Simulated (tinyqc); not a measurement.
Hydrogenic impurity: series, fields, screening, photoionisation and donor-acceptor pairs. From photon energy back to pair distance r. Computed by tinyqc, a small Python program. Command: `OMP_NUM_THREADS=1 python tinyqc.py 3007827 3007828 out.jsonl hydrogenic inv`. One thread of a shared host (Intel(R) Xeon(R) Processor @ 2.30GHz), about 0.01 s of CPU time with the checks.

One isotropic, parabolic band. Effective units: Ry* and a*, in which H = -nabla^2 - 2/r.

Inputs (values chosen for the exercise, modelled on 4H-SiC): electron mass m = 0.384 m_0; dielectric constant eps = 9.83; gap E_g = 3.28 eV; acceptor depth E_A = 206 meV; rate prefactor W_0 = 2.9e+06 1/s.

Parts treated: electric field and pairs.

Constants: Ry = 13.605693123 eV; a_0 = 0.529177210903 angstrom; h x 1 THz = 4.135667696 meV; e^2/(4 pi eps_0) = 14.39964548 eV angstrom.

Method. Ry* = Ry m/eps^2, a* = a_0 eps/m; level n is bound by Ry*/n^2; <r> = (3/2) a* in 1s; lines 1s -> np at Ry* (1 - 1/n^2); 1 THz = 4.135667696 meV. No-phonon line h nu(r) = E_g - Ry* - E_A + e^2/(4 pi eps_0 eps r); rate W(r) = W_0 exp(-2 r/a*), the donor being the shallower centre; lifetime 1/W; zero field.

Task: A run gave the result below. Find the pair distance r, known to lie between 24 and 51 angstrom.

photon energy = 3.056074 eV

Result:

Each step takes the trial c = (a f_b - b f_a)/(f_b - f_a), f being the result less the target and a, b, c the logarithms of the listed values; c replaces end b, the old b replaces a if the sign of f changed, and otherwise f_a is halved.

Scan of the range:
```
pair distance r (angstrom)  photon energy (eV)
24.0                                   3.08097
27.2                                   3.07379
30.9                                   3.06734
35.0                                   3.06178
39.7                                   3.05683
45.0                                   3.05248
51.0                                   3.04865
```

False position (Illinois rule, in the logarithm of the input) inside the bracket:
```
step    end a    end b    trial  photon energy (eV)
1     39.7000  45.0000  40.5748             3.05603
2     39.7000  40.5748  40.4909             3.05611
3     40.5748  40.4909  40.5303             3.05607
4     40.4909  40.5303  40.5303             3.05607
```

Photon energy falls at every point of a 13-point scan of the range (every second point is shown), so one value fits; it is bracketed by 39.7 and 45.0. Answer: pair distance r = 40.53 angstrom.
